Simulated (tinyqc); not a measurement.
Worked calculation: RHF in the sto-3g basis, for H6, spin multiplicity 1. One step of it, computed by the program tinyqc.

Question. Iteration 3: diagonalisation and new density. A level shift of 1 hartree raises the virtual space: F + shift (S - S D(s) S), with D(s) the density of one spin (D/2). Diagonalise F' = X^T F X, C = X C', fill 3 alpha and 3 beta electrons from the bottom; D = 2 C_occ C_occ^T. Each column has its largest component positive (the first on a tie).

Fock matrix F (hartree), order 1H 1s, 2H 1s, 3H 1s, 4H 1s, 5H 1s, 6H 1s:
```
[[-0.233026, -0.455420, -0.106598, 0.004340, 0.001760, -0.008372],
 [-0.455420, -0.292858, -0.308634, -0.100817, -0.007394, 0.001756],
 [-0.106598, -0.308634, -0.281635, -0.447443, -0.100645, 0.004292],
 [0.004340, -0.100817, -0.447443, -0.281460, -0.308192, -0.106562],
 [0.001760, -0.007394, -0.100645, -0.308192, -0.292933, -0.455831],
 [-0.008372, 0.001756, 0.004292, -0.106562, -0.455831, -0.233305]]
```

X, order 1H 1s, 2H 1s, 3H 1s, 4H 1s, 5H 1s, 6H 1s:
```
[[1.105016, -0.293920, 0.045202, -0.008667, 0.001251, -0.000248],
 [-0.293920, 1.179117, -0.249573, 0.047851, -0.006541, 0.001254],
 [0.045202, -0.249573, 1.184402, -0.312955, 0.047815, -0.008677],
 [-0.008667, 0.047851, -0.312955, 1.184198, -0.249242, 0.045205],
 [0.001251, -0.006541, 0.047815, -0.249242, 1.179228, -0.294359],
 [-0.000248, 0.001254, -0.008677, 0.045205, -0.294359, 1.105313]]
```

D after iteration 2, order 1H 1s, 2H 1s, 3H 1s, 4H 1s, 5H 1s, 6H 1s:
```
[[0.659349, 0.631549, -0.124535, -0.334172, 0.047754, 0.212509],
 [0.631549, 0.703680, 0.133241, -0.140463, -0.059040, 0.047842],
 [-0.124535, 0.133241, 0.701048, 0.603244, -0.140067, -0.333456],
 [-0.334172, -0.140463, 0.603244, 0.701427, 0.132948, -0.124604],
 [0.047754, -0.059040, -0.140067, 0.132948, 0.703361, 0.631458],
 [0.212509, 0.047842, -0.333456, -0.124604, 0.631458, 0.659269]]
```

overlap S, order 1H 1s, 2H 1s, 3H 1s, 4H 1s, 5H 1s, 6H 1s:
```
[[1.000000, 0.472658, 0.076479, 0.009476, 0.000437, 0.000018],
 [0.472658, 1.000000, 0.377069, 0.076614, 0.006280, 0.000439],
 [0.076479, 0.377069, 1.000000, 0.473231, 0.076479, 0.009476],
 [0.009476, 0.076614, 0.473231, 1.000000, 0.376576, 0.076479],
 [0.000437, 0.006280, 0.076479, 0.376576, 1.000000, 0.473231],
 [0.000018, 0.000439, 0.009476, 0.076479, 0.473231, 1.000000]]
```

Give: F' = X^T F X; orbital energies; coefficients C; D after iteration 3.

Answer.

F' = X^T F X (hartree):
```
[[0.5035, -0.9200, 0.0506, 0.1743, -0.0040, -0.1142],
 [-0.9200, 0.5209, -0.5054, 0.0729, 0.0303, -0.0040],
 [0.0506, -0.5054, 0.5466, -0.9066, 0.0728, 0.1739],
 [0.1743, 0.0729, -0.9066, 0.5463, -0.5046, 0.0507],
 [-0.0040, 0.0303, 0.0728, -0.5046, 0.5210, -0.9206],
 [-0.1142, -0.0040, 0.1739, 0.0507, -0.9206, 0.5036]]
```

orbital energies (hartree): [-0.5909, -0.4990, -0.3452, 1.2314, 1.5165, 1.8292]

coefficients C, order 1H 1s, 2H 1s, 3H 1s, 4H 1s, 5H 1s, 6H 1s:
```
[[0.1986, -0.3486, -0.4244, 0.5997, -0.6585, 0.4186],
 [0.3012, -0.4288, -0.2607, -0.3379, 0.7692, -0.7021],
 [0.3681, -0.1422, 0.4379, -0.5389, -0.2713, 0.9252],
 [0.3679, 0.1414, 0.4385, 0.5396, -0.2696, -0.9248],
 [0.3011, 0.4293, -0.2598, 0.3367, 0.7700, 0.7021],
 [0.1988, 0.3494, -0.4236, -0.5983, -0.6601, -0.4192]]
```

D after iteration 3, order 1H 1s, 2H 1s, 3H 1s, 4H 1s, 5H 1s, 6H 1s:
```
[[0.6821, 0.6399, -0.1264, -0.3247, 0.0409, 0.1950],
 [0.6399, 0.6853, 0.1154, -0.1283, -0.0513, 0.0410],
 [-0.1264, 0.1154, 0.6950, 0.6147, -0.1280, -0.3240],
 [-0.3247, -0.1283, 0.6147, 0.6953, 0.1151, -0.1264],
 [0.0409, -0.0513, -0.1280, 0.1151, 0.6850, 0.6398],
 [0.1950, 0.0410, -0.3240, -0.1264, 0.6398, 0.6820]]
```
